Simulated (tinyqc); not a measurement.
Ionisation ratio from the excess noise.

Problem. In the local model of an avalanche photodiode F = k M + (1 - k)(2 - 1/M), k the ratio of the ionisation coefficient of the other carrier to that of the injected one. Find k and F at twice the gain.

M = 17
excess noise factor F = 2.4531765

Solution. F is linear in k: k = (F - 2 + 1/M)/(M - 2 + 1/M).

k = 0.03400
F at 2 M = 3.060

Program tinyqc, `OMP_NUM_THREADS=1 python tinyqc.py 2120037 2120038 out.jsonl`; Intel Xeon 2.30GHz, shared host, one thread, about 0.08 s.
